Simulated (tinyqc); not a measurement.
Schottky emission and Poole-Frenkel conduction in an insulator, and how to tell them apart: activation energy against field.

Schottky emission (electrode-limited): J = As T^2 exp[-(pb - b sqrt(F))/Vt], b = sqrt(q/(4 pi eps0 ei)). Poole-Frenkel emission (bulk-limited): J = s0 F exp[-(pt - 2 b sqrt(F))/Vt]. F in V/cm.

The activation energy is -d ln J/d(q/kB T) at fixed F.

Values chosen for this exercise; dielectric values close to those of aluminium oxide:
```
symbol  value          unit                               meaning
T         325             K                           temperature
ei       3.08                high-frequency relative permittivity
pt       0.91            eV                            trap depth
s0        0.5          S/cm               Poole-Frenkel prefactor
pb       1.09            eV                     electrode barrier
As         70  A/(cm^2 K^2)                   Richardson constant
```

Constants: q = 1.602176634e-19 C, kB = 1.380649e-23 J/K, Vt = kB T/q, eps0 = 8.8541878128e-14 F/cm where lengths are in cm. Results are converted to the units shown.

Result of one run:
```
F (MV/cm)	sqrt(F) ((V/cm)^0.5)	J, Schottky (A/cm^2)	its Ea (eV)	J, Poole-Frenkel (A/cm^2)	its Ea (eV)
0.53	728.0	2.554e-8	0.9886	1.563e-4	0.5952
```

What becomes of these results when the field F is changed from 0.53 to 1.84 MV/cm, all else the same?

Result of the changed run:
```
F (MV/cm)	sqrt(F) ((V/cm)^0.5)	J, Schottky (A/cm^2)	its Ea (eV)	J, Poole-Frenkel (A/cm^2)	its Ea (eV)
1.84	1356	3.269e-6	0.8527	8.887	0.3234
```

The whole series:
```
F (MV/cm)	sqrt(F) ((V/cm)^0.5)	J, Schottky (A/cm^2)	its Ea (eV)	J, Poole-Frenkel (A/cm^2)	its Ea (eV)
0.2	447.2	2.922e-9	1.049	7.720e-7	0.7166
0.53	728.0	2.554e-8	0.9886	1.563e-4	0.5952
0.85	922.0	1.142e-7	0.9467	0.005007	0.5113
1.18	1086	4.060e-7	0.9111	0.08790	0.4402
1.51	1229	1.220e-6	0.8803	1.016	0.3786
1.84	1356	3.269e-6	0.8527	8.887	0.3234
2.16	1470	7.835e-6	0.8282	59.94	0.2744
2.49	1578	1.808e-5	0.8048	367.8	0.2276
```

Both activation energies fall linearly in sqrt(F), the Poole-Frenkel one twice as fast (0.717 to 0.228 eV against 1.05 to 0.805 eV). They extrapolate to pt = 0.91 eV and to pb + 2 kB T = 1.15 eV, the 2 kB T coming from the T^2. The Schottky current is the smaller one in every row. For F = 1.84, 2.16, 2.49 a Fowler-Nordheim estimate for tunnelling through pb with a mass of 0.4 m0 exceeds the Schottky current, so tunnelling, left out here, would compete.

Program tinyqc, `OMP_NUM_THREADS=1 python tinyqc.py 2370097 2370098 out.jsonl`; Intel Xeon 2.30GHz, shared host, one thread, about 0.01 s.
